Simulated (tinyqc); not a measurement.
Character of the line: straight dislocations in isotropic elasticity: fields, energies, partials, Peierls stress and walls. Computed by tinyqc, a small Python program. Command: `OMP_NUM_THREADS=1 python tinyqc.py 3031178 3031179 out.jsonl disloc walk`. One thread of a shared host (Intel(R) Xeon(R) Processor @ 2.30GHz), about 0.01 s of CPU time with the checks.

The line runs along z, the glide plane is y = 0, and beta is the angle between b and the line (0 screw, 90 degrees edge): b_e = b sin(beta) along +x with the extra half plane at y > 0, b_s = b cos(beta). Stress is positive in tension.

Inputs (values chosen for the exercise, for a model fcc or diamond crystal):
```
quantity                       value      unit
shear modulus G                 28.5       GPa
Poisson ratio nu               0.361         -
Burgers vector b               2.759  angstrom
stacking-fault energy gamma       26    mJ/m^2
dislocation density rho      2.8e+11     1/m^2
core radius r0/b                   1         -
```

Character: 30-degree.

Constants: 1 eV/angstrom^3 = 160.2176634 GPa.

Method:
- Energy factor K = G [cos^2(beta) + sin^2(beta)/(1 - nu)].
- E = K b^2/(4 pi) ln(R/r0) with R = 1/(2 sqrt(rho)); tension T = E + d^2E/d(beta)^2 = G b^2 [1 + nu - 3 nu sin^2(beta)]/(4 pi (1 - nu)) ln(R/r0). The core energy is taken into r0.
- Shockley partials have b_p = b/sqrt(3) at the angles beta -/+ 30 degrees; their repulsion balances the fault at d = G b_p^2/(8 pi gamma) (2 - nu)/(1 - nu) [1 - 2 nu cos(2 beta)/(2 - nu)].
- E = K b^2/(4 pi) ln(R/r0); T = G b^2 [1 + nu - 3 nu sin^2(beta)]/(4 pi (1 - nu)) ln(R/r0).

ln(R/r0) = 8.13881

From screw to edge:
```
beta (degrees)  K (GPa)  E (eV/nm)  T (eV/nm)  d (nm)
0                28.500      8.770     18.679  1.5881
15               29.579      9.102     17.683  1.7556
30               32.525     10.008     14.963  2.2133
45               36.550     11.247     11.247  2.8385
60               40.576     12.486      7.531  3.4637
75               43.522     13.392      4.811  3.9214
90               44.601     13.724      3.815  4.0889
```

What does the comparison show, and why?

The edge costs 1/(1 - nu) = 1.565 times the screw in energy, yet its tension is only (1 - 2 nu)/(1 + nu) = 0.204 of the screw value, so loops under stress are elongated along b. The edge splits 2.57 times as widely, (2 + nu)/(2 - 3 nu), since there the larger, edge parts of the partials repel with the factor 1/(1 - nu) and the small screw parts attract, while in the screw the roles are exchanged.
